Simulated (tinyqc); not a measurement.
CMOS inverter, nodal equation and switching: effect of the temperature.

An n-channel pull-down (bn, VTn) and a p-channel pull-up (bp, VTp) share the input Vin and the output node Vout, which carries the load C. Transistor (EKV form, voltages against the body): I = 2 n b Vt^2 [F(vp - Vs) - F(vp - Vd)] from drain to source, F(v) = ln^2(1 + exp(v/(2 Vt))), vp = (Vg - VT + sg |Vd - Vs|)/n. n-channel bodies are at 0; for the p-channel device all voltages are counted down from Vdd. b in uA/V^2 gives I in uA. Static: In = Ip. Transient: C dVout/dt = Ip - In. No velocity saturation, no gate capacitance beyond C.

VM solves In = Ip with Vin = Vout; VIL and VIH are the inputs of gain -1, NML = VIL - Vout(VIH), NMH = Vout(VIL) - VIH. For a step input the delay to Vdd/2 is tHL = C times the integral of dV/(In - Ip) from Vdd/2 to Vdd at Vin = Vdd, and tLH likewise with Ip - In from 0 to Vdd/2 at Vin = 0. Thresholds, gain factors and n are held fixed.

Values chosen for this exercise:
- Vdd = 0.4 V (supply voltage)
- n = 1.11 (slope factor)
- sg = 0.054 (drain-induced barrier lowering)
- VTn = 0.41 V (n-channel threshold)
- VTp = 0.37 V (p-channel threshold (magnitude))
- bn = 170 uA/V^2 (gain factor of the pull-down transistor)
- bp = 220 uA/V^2 (gain factor of the pull-up transistor)
- C = 0.79 fF (load capacitance)

Constants: q = 1.602176634e-19 C, kB = 1.380649e-23 J/K, Vt = kB T/q. Results are converted to the units shown.

Result of one run:

| T (K) | VM (V) | gain at VM | NML (V) | NMH (V) | tHL (ps) | tLH (ps) |
|---|---|---|---|---|---|---|
| 430 | 0.2241 | -16.36 | 0.1760 | 0.1248 | 571.9 | 230.5 |

What becomes of these results when the temperature T is changed from 430 to 340 K, all else the same?

Result of the changed run:

| T (K) | VM (V) | gain at VM | NML (V) | NMH (V) | tHL (ps) | tLH (ps) |
|---|---|---|---|---|---|---|
| 340 | 0.2230 | -17.94 | 0.1836 | 0.1349 | 888.7 | 306.6 |

The whole series:

| T (K) | VM (V) | gain at VM | NML (V) | NMH (V) | tHL (ps) | tLH (ps) |
|---|---|---|---|---|---|---|
| 220 | 0.2216 | -18.50 | 0.1930 | 0.1476 | 1979 | 470.7 |
| 250 | 0.2219 | -18.46 | 0.1907 | 0.1445 | 1569 | 421.3 |
| 280 | 0.2223 | -18.37 | 0.1884 | 0.1414 | 1274 | 377.7 |
| 310 | 0.2227 | -18.21 | 0.1860 | 0.1382 | 1056 | 339.7 |
| 340 | 0.2230 | -17.94 | 0.1836 | 0.1349 | 888.7 | 306.6 |
| 370 | 0.2234 | -17.55 | 0.1811 | 0.1316 | 758.6 | 277.8 |
| 400 | 0.2238 | -17.02 | 0.1786 | 0.1283 | 655.3 | 252.6 |
| 430 | 0.2241 | -16.36 | 0.1760 | 0.1248 | 571.9 | 230.5 |

As T goes from 220 to 430 K, VM rises from 0.222 to 0.224 V, the size of the gain falls from 18.5 to 16.4, tHL falls from 1980 to 572 ps and tLH falls from 471 to 231 ps. The smaller margin is largest, 0.148 V, at T = 220 K among the rows. In every row the supply is below a threshold, where mismatch, left out here, dominates margins and delay.

Computed by the program tinyqc: `OMP_NUM_THREADS=1 python tinyqc.py 2340040 2340041 out.jsonl`, one thread of a shared Intel Xeon 2.30GHz, about 0.04 s for the whole run.
